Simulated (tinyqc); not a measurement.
Spectrum around the gap: Franz-Keldysh effect at a direct gap.

Parabolic bands, vertical transitions, no excitons. For each hole band j: mr = me mj/(me + mj); joint density of states J_j(E) = (mr/c)^(3/2) sqrt(E - Eg)/(2 pi^2), both spins, c = hbar^2/2m0; averaged matrix element |e.p|^2 = m0 Ep/6; alpha_j(E) = 4 pi^2 alpha_f c Ep J_j/(3 nr E) in 1/angstrom (alpha_f the fine-structure constant, listed as alpha among the constants), times 1e8 for 1/cm.

In a field Fd (1 kV/cm = 1e-5 V/angstrom) the electro-optic energy of band j is th = (c (e Fd)^2/mr)^(1/3), and sqrt(E - Eg) in J_j is replaced by pi sqrt(th) [Ai'(b)^2 - b Ai(b)^2] with b = (Eg - E)/th; Ai is the Airy function.

Constants: hbar^2/2m0 = 3.80998211 eV angstrom^2; fine-structure constant alpha = 0.007297352564.

Values chosen for the exercise (near those of InP; shifted at random, so the results belong to these values and not to a real crystal):
- Eg = 1.364 eV (direct gap)
- me = 0.0819 m0 (electron mass)
- mhh = 0.621 m0 (heavy-hole mass)
- mlh = 0.0863 m0 (light-hole mass)
- Ep = 19.9 eV (Kane energy)
- nr = 3.42 (refractive index)
- Fd = 56 kV/cm (uniform field)

Absorption (1/cm):
```
E - Eg (eV)  alpha(0)  alpha(F)  change
-0.0637             0     2.275       2
-0.0509             0     9.688      10
-0.0382             0     37.27      37
-0.0255             0     128.7     129
-0.0127             0     394.6     395
0.0000              0      1032    1032
0.0127           3333      2268   -1065
0.0255           4680      4112    -568
0.0382           5676      5977     302
0.0509           6493      7041     548
0.0637           7198      7230      31
0.0764           7814      7546    -268
0.1019           8867      8966      99
0.1273           9742      9818      76
```

At the gap alpha(F) = 1032 1/cm; 50.9 meV below it 9.69 1/cm remain, the tail falling as exp(-(4/3) b^(3/2)). Among the energies listed the largest rise is 1032 1/cm at E - Eg = 0.0 meV and the largest fall -1065 1/cm at 12.7 meV. It changes sign between 0.0 and 12.7 meV, between 25.5 and 38.2 meV, between 63.7 and 76.4 meV and between 76.4 and 101.9 meV; th is 25.5 meV for heavy holes and 30.5 meV for light holes.

Computed by tinyqc, a small Python program: `OMP_NUM_THREADS=1 python tinyqc.py 1650670 1650671 out.jsonl` (the numbers bound the seed that draws the inputs); one thread of a shared host (Intel(R) Xeon(R) Processor @ 2.30GHz), about 0.01 s for the whole set of steps.
